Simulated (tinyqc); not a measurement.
Width of the well: optical transitions of a finite quantum well.

Each carrier sees a square well of width L with its own depth V and masses m (inside), mb (outside); c = hbar^2/2m0, k = sqrt(m E/c), kappa = sqrt(mb (V - E)/c), and level n solves k L + 2 atan[(k/m)/(kappa/mb)] = n pi. The envelope is cos(kz) for odd n and sin(kz) for even n inside, joins exp(-kappa (|z| - L/2)) outside, and is normalised to 1. Excitons and band mixing are left out.

Constants: hbar^2/2m0 = 3.80998211 eV angstrom^2; hc = 1239.841984 eV nm.

Values chosen for the exercise (near those of an InGaAs well in InP; shifted at random, so the results belong to these values and not to a real crystal):
- Eg = 0.802 eV (gap of the well)
- Vc = 0.256 eV (conduction offset)
- Vv = 0.354 eV (valence offset)
- me = 0.0422 m0 (electron, well)
- meb = 0.0773 m0 (electron, barrier)
- mh = 0.388 m0 (heavy hole along z, well)
- mhb = 0.505 m0 (heavy hole, barrier)
- ml = 0.0507 m0 (light hole along z, well)
- mlb = 0.1159 m0 (light hole, barrier)
- Ls = (39, 53, 64, 79, 105, 138, 175) angstrom (widths)

Edge wavelength hc/(Eg + e1 + hh1), squared e1-hh1 overlap, lh1 - hh1, and the 1-2 intersubband energy with f_12 = (m1/c) E12 z_12^2, 1/m1 = <1|1/m|1> (dash: e2 unbound).

Results:

| L (angstrom) | edge (nm) | overlap^2 | lh1 - hh1 (meV) | E12 (meV) | f_12 |
|---|---|---|---|---|---|
| 39 | 1301.5 | 0.8241 | 77.7 | - | - |
| 53 | 1363.3 | 0.8719 | 59.4 | - | - |
| 64 | 1396.9 | 0.8959 | 48.9 | 181.2 | 0.656 |
| 79 | 1429.6 | 0.9183 | 38.4 | 156.3 | 0.952 |
| 105 | 1465.4 | 0.9425 | 26.8 | 111.7 | 0.976 |
| 138 | 1491.2 | 0.9600 | 18.2 | 76.2 | 0.970 |
| 175 | 1507.8 | 0.9715 | 12.8 | 53.0 | 0.965 |

The edge tunes from 1302 to 1508 nm, towards hc/Eg = 1546 nm, while the overlap goes from 0.824 to 0.972. e2 binds at L = pi sqrt(c/(me Vc)) = 59.0 angstrom; f_12 starts from zero there and is 0.656 at 64 angstrom, the rest going to the continuum; among the widths listed it peaks at 0.976 (105 angstrom) and is 0.965 in the widest well, against 0.961 for hard walls.

(tinyqc, `OMP_NUM_THREADS=1 python tinyqc.py 1280674 1280675 out.jsonl`, Intel(R) Xeon(R) Processor @ 2.30GHz, 1 thread, shared host, about 0.05 s.)
